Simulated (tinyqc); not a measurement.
# n-type polysilicon, carrier trapping at grain boundaries: effect of the trap density of a grain boundary

One-dimensional grains of size Lg, uniform ionised doping N, monovalent traps Qt at each boundary at a depth Et below (for electrons) or above (for holes) the band edge there, abrupt depletion of width W on each side of a boundary, Boltzmann statistics. xi is the distance from the band edge at the grain centre to the Fermi level. Trapped charge Qt/(1 + exp((xi + VB - Et)/Vt)) = 2 N W, barrier VB = q N W^2/(2 eps0 eps_r).

If the trap equation with xi = Vt ln(NB/N) has a root W < Lg/2, the grain is partly depleted; otherwise W = Lg/2 and the trap equation gives xi = Et - VB + Vt ln(Qt/(N Lg) - 1). N* = Qt/Lg. n0 = NB exp(-xi/Vt); mean density n0 (1 - 2 W/Lg) by charge balance in a partly depleted grain, and n0 (sqrt(pi)/2) erf(u)/u with u = sqrt(VB/Vt) in a fully depleted one; v = sqrt(kB T/(2 pi ms m0)); barrier resistivity Vt exp(VB/Vt)/(q fe n0 v Lg); grain resistivity (1 - 2 W/Lg)/(q n0 mug); effective mobility 1/(q mean density total resistivity). Rows with xi above 0.45 V, towards mid-gap, are left out, since the other carrier type is ignored.

Parameters, values chosen for the exercise; values of the order met in polycrystalline silicon: temperature T = 350 K; relative permittivity eps_r = 11.7; conduction-band density of states at T NB = 3.53e19 cm^-3; grain size Lg = 20 nm; depth of the trap level from the majority band edge at the boundary Et = 0.42 eV; mass for thermionic emission ms = 0.47 m0; correction factor of the emission rate fe = 0.5; mobility inside the grains mug = 71 cm^2/(V s); doping N = 2.1e17 cm^-3.

Constants: q = 1.602176634e-19 C, kB = 1.380649e-23 J/K, m0 = 9.1093837015e-31 kg, Vt = kB T/q, eps0 = 8.8541878128e-14 F/cm where lengths are in cm. Results are converted to the units shown.

Effect of the trap density of a grain boundary:
```
Qt (cm^-2)	N/N*	depleted share 2 W/Lg	VB (V)	xi (V)	mean density (cm^-3)	resistivity (ohm cm)	effective mobility (cm^2/(V s))
2e11	2.100	0.4761	0.003681	0.1546	1.100e17	0.4583	123.8
3.4e11	1.235	0.8094	0.01064	0.1546	4.004e16	0.3808	409.4
5.7e11	0.7368	1.000	0.01624	0.3727	1.284e14	501.6	96.93
9.7e11	0.4330	1.000	0.01624	0.4119	3.501e13	1839	96.93
1.6e12	0.2625	1.000	0.01624	0.4349	1.632e13	3946	96.93
```

What does the table show?

As Qt goes from 2e11 to 1.6e12, VB rises from 0.00368 to 0.0162 V, the resistivity goes from 0.458 through a minimum of 0.381 (at Qt = 3.4e11 among the rows listed) to 3950 ohm cm and the effective mobility goes from 124 through a maximum of 409 (at Qt = 3.4e11 among the rows listed) to 96.9 cm^2/(V s). In every row VB is below Vt, where abrupt depletion and thermionic emission are rough. For Qt = 2e11, 3.4e11 the grain is near the changeover between partial and full depletion, within a few Debye lengths, where both limits are rough. In every row the effective mobility exceeds mug, since drift through the depleted part of the grain is left out.

Program tinyqc, `OMP_NUM_THREADS=1 python tinyqc.py 2830018 2830019 out.jsonl`; Intel Xeon 2.30GHz, shared host, one thread, about 0.01 s.
